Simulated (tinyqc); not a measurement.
Permittivity and interface capacitance from two thicknesses.

Inverse problem. 1/C = t/(eps0 ek) + 2/ci for planar capacitors that differ only in thickness. Find ek, ci and the EOT of the interfaces, 2 x 3.9 eps0/ci.

Constants: eps0 = 8.8541878128e-14 F/cm where lengths are in cm. Results are converted to the units shown.

C at t = 18 and 54 nm (uF/cm^2): 1.1622634  0.39146547

Solution. 1/C is a straight line in t: the slope gives ek and the intercept 2/ci. A single thickness would give only the effective permittivity; when the interfaces are a small part of 1/C, ci needs very accurate data.

ek = 24.0
ci = 150 uF/cm^2
EOT of the interfaces = 0.0460 nm

tinyqc, about 0.01 s, one thread, Intel Xeon 2.30GHz (shared host): `OMP_NUM_THREADS=1 python tinyqc.py 2102132 2102133 out.jsonl`
